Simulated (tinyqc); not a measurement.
Memristor with linear dopant drift, Joglekar window: one step of the calculation.

A film of thickness D has a doped share x: R = Ron x + Roff (1 - x), i = v/R, dx/dt = k i F with k = mv Ron/D^2 and F = 1 - (2 x - 1)^(2 p). The drive is v = V0 sin(2 pi f t). The model has no threshold and no heating.

Problem. Rate constant, charge and flux scales. k = mv Ron/D^2; R0 = R(x0); without a window the film fills (x = 1) after the charge (1 - x0)/k and the flux (R0^2 - Ron^2)/(2 k (Roff - Ron)); half a period supplies the flux V0/(pi f).

Inputs (values chosen for the exercise): resistance of the fully doped film Ron = 200 ohm; resistance of the undoped film Roff = 20000 ohm; film thickness D = 15 nm; dopant mobility mv = 1.6e-14 m^2/(V s); doped share at t = 0 x0 = 0.19; amplitude V0 = 0.9 V; frequency f = 0.87 Hz.

Give: k; R0; charge to fill; flux to fill; flux of half a period.

Solution.

k = 14222 1/C
R0 = 16238 ohm
charge to fill = 56.953 uC
flux to fill = 0.46810 V s
flux of half a period = 0.32929 V s

Half a period supplies 70.3 % of the flux to fill.

Computed by the program tinyqc: `OMP_NUM_THREADS=1 python tinyqc.py 2880040 2880041 out.jsonl`, one thread of a shared Intel Xeon 2.30GHz, about 0.2 s for the whole run.
